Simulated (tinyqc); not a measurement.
## Hole mobility in a silicon inversion layer, empirical terms and Matthiessen rule: effect of the charge at the interface

Inversion layer of sheet density Ns on a uniformly doped body. The mobility terms are empirical power laws with prefactors chosen for the exercise; adding their inverses (Matthiessen) is itself an approximation.

ni = sqrt(Nc Nv) exp(-Eg/(2 Vt)), Eg in volts; Ndep = sqrt(2 eps0 eps_r Nb (2 Vt ln(Nb/ni) + Vsb)/q); E = q (Ndep + eta Ns)/(eps0 eps_r), in MV/cm. With t = T/(300 K): muC = Ac (Ns/1e12 cm^-2) t/(Nb/1e17 cm^-3 + Nit/1e11 cm^-2), muP = Ap E^(-1/3) t^(-1.75), muS = As E^(-gs); 1/mu is the sum of the inverses.

Parameters, values chosen for the exercise; material values close to those of silicon:

| symbol | value | unit | meaning |
|---|---|---|---|
| T | 350 | K | temperature |
| Eg | 1.12 | eV | band gap |
| eps_r | 11.5 |  | relative permittivity of the semiconductor |
| Nc | 3.57e19 | cm^-3 | conduction-band density of states at T |
| Nv | 3.3e19 | cm^-3 | valence-band density of states at T |
| Nb | 1.8e18 | cm^-3 | body doping |
| Vsb | 0 | V | reverse body bias |
| eta | 0.3333 |  | weight of the inversion charge in the effective field |
| Ap | 132 | cm^2/(V s) | phonon-limited mobility at 1 MV/cm and 300 K |
| As | 533 | cm^2/(V s) | roughness-limited mobility at 1 MV/cm |
| gs | 1 |  | exponent of the roughness term |
| Ac | 1300 | cm^2/(V s) | Coulomb prefactor |
| Ns | 1.1e12 | cm^-2 | inversion density |

Constants: q = 1.602176634e-19 C, kB = 1.380649e-23 J/K, Vt = kB T/q, eps0 = 8.8541878128e-14 F/cm where lengths are in cm. Results are converted to the units shown.

The same in every row: E (MV/cm) = 0.7882; muP (cm^2/(V s)) = 109.1; muS (cm^2/(V s)) = 676.2.

Effect of the charge at the interface:

| Nit (cm^-2) | muC (cm^2/(V s)) | mu (cm^2/(V s)) |
|---|---|---|
| 1e10 | 92.17 | 46.53 |
| 3.2e10 | 91.07 | 46.24 |
| 1e11 | 87.81 | 45.39 |
| 3.2e11 | 78.69 | 42.82 |
| 1e12 | 59.58 | 36.46 |
| 3.2e12 | 33.37 | 24.62 |
| 1e13 | 14.14 | 12.29 |

As Nit goes from 1e10 to 1e13 cm^-2, E stays at 0.788 MV/cm and mu falls from 46.5 to 12.3 cm^2/(V s). The Coulomb term is the smallest in the first and the last row.

tinyqc, about 0.01 s, one thread, Intel Xeon 2.30GHz (shared host): `OMP_NUM_THREADS=1 python tinyqc.py 2510042 2510043 out.jsonl`
